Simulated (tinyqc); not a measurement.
Adsorption as a lattice gas: isotherms with interactions, competition, desorption peaks and saturation dose: one step, computed by the program tinyqc. Command: `OMP_NUM_THREADS=1 python tinyqc.py 3027214 3027215 out.jsonl adsorb walk`. One thread of a shared host (Intel(R) Xeon(R) Processor @ 2.30GHz), about 0.1 s of CPU time with the checks.

One adsorbate per site; a molecule needs 1 empty site. Gas and surface have the same temperature.

Question. Desorption peak without interaction. The peak obeys E/(k_B T_p^2) = (nu/beta) exp(-E/(k_B T_p)) exactly. Redhead's shortcut, with the constant 3.46 (3.64 is also in use), reads E back as k_B T_p [ln(nu' T_p/beta) - 3.46], nu' = nu.

Inputs (values chosen for the exercise, for a model surface): desorption energy E = 1.7 eV; prefactor nu = 4.5e+14 1/s; heating rate beta = 4.3 K/s.

Adsorption: molecular (first order).

Constants: k_B = 8.617333262e-05 eV/K.

Give: peak temperature T_p; E by Redhead's shortcut.

Answer.

peak temperature T_p = 562.7 K

E by Redhead's shortcut = 1.705 eV

The shortcut misses by +0.28 %, since 3.46 stands for ln(E/(k_B T_p)) = 3.56. A prefactor wrong by a factor 100 would shift E by 0.223 eV.
